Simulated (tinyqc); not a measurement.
Boltzmann transport in a parabolic band with a power-law relaxation time, step by step. Values are carried at full precision from step to step, so a last printed digit may differ when a step is redone from the rounded ones.

F_j(eta) = (1/Gamma(j + 1)) integral_0^infinity x^j dx/(1 + exp(x - eta)), which tends to exp(eta) for eta << 0.

n = N F_1/2(eta) with N = 2 (m kB T/(4 pi c))^(3/2) with c = hbar^2/2m0, in 1/angstrom^3; times 1e24 for 1/cm^3, m = md.

Constants: hbar^2/2m0 = 3.80998211 eV angstrom^2; kB = 8.617333262e-05 eV/K.

Values chosen for the exercise (masses near those of Si; tau0 is set for a mobility of the usual size at this n, kL is a free input; freeze-out and phonon drag, which matter near 77 K, are left out; not measured data): n = 4e+17 1/cm^3 (electron density); md = 1.043 m0 (density-of-states mass); T = 300 K; r = -0.5 (exponent of tau); tau0 = 64 fs (tau at E = kT); mc = 0.2522 m0 (conductivity mass); kL = 120 W/(m K) (lattice thermal conductivity).

## Reduced Fermi level

Solve for eta.

N = 2.673e+19 1/cm^3
eta = -4.1968

## Integrals for r = -0.5 (acoustic phonons)

tau = tau0 x^r with x = E/kT. With K_j = Gamma(j + 1) F_j(eta): <tau> = tau0 (r + 3/2) K_(r+1/2)/((3/2) K_(1/2)); mu = <tau>/(mc m0/e), m0/e = 5.685630e-12 kg/C; Hall factor rH = (3/2) K_(1/2) (2r + 3/2) K_(2r+1/2)/((r + 3/2) K_(r+1/2))^2; Seebeck S = -(kB/e) [(r + 5/2) K_(r+3/2)/((r + 3/2) K_(r+1/2)) - eta]; Lorenz number L = (kB/e)^2 [(r + 7/2) K_(r+5/2)/((r + 3/2) K_(r+1/2)) - ((r + 5/2) K_(r+3/2)/((r + 3/2) K_(r+1/2)))^2]; kB/e in V/K. Valley anisotropy is left out of rH.

Evaluate F_j and K_j for j = 1/2, r + 1/2, r + 3/2, r + 5/2 and 2r + 1/2 (each value once).

F_j and K_j:
```
j          F_j       K_j
0.5   0.014964  0.013262
0.0   0.014932  0.014932
1.0   0.014988  0.014988
2.0   0.015016  0.030031
-0.5  0.014886  0.026384
```

## Transport coefficients

Form the ratios; u is the mean energy carried, in kT.

<tau>/tau0 = 0.751
rH = 1.177
u = 2.007
S = -534.6 microvolt/K
L = 1.488 1e-8 W ohm/K^2

The non-degenerate limits are rH = 1.178, u = r + 5/2 = 2 and L = (r + 5/2)(kB/e)^2 = 1.485; the degenerate ones are rH = 1 and L = 2.443.

## Mobility, conductivity and figure of merit

mu = <tau>/(mc m0/e) with m0/e = 5.685630e-12 kg/C; sigma = e n mu, e = 1.602176634e-19 C; Hall mobility rH mu; power factor S^2 sigma; ZT = S^2 sigma T/(kL + L sigma T), all in SI units.

mu = 335 cm^2/(V s)
Hall mobility = 394 cm^2/(V s)
sigma = 21.5 S/cm
power factor = 0.614 mW/(m K^2)
electronic thermal conductivity = 0.00958 W/(m K)
ZT = 0.0015

A Hall measurement read with rH = 1 would give a density of 3.40e+17 1/cm^3. Electrons carry 0.008 % of the heat.

## Checks

- Seebeck coefficient against direct integration over -df/dE (microvolt/K): both -534.6.

tinyqc: `OMP_NUM_THREADS=1 python tinyqc.py 1651706 1651707 out.jsonl`; about 0.01 s, one thread, shared Intel(R) Xeon(R) Processor @ 2.30GHz.
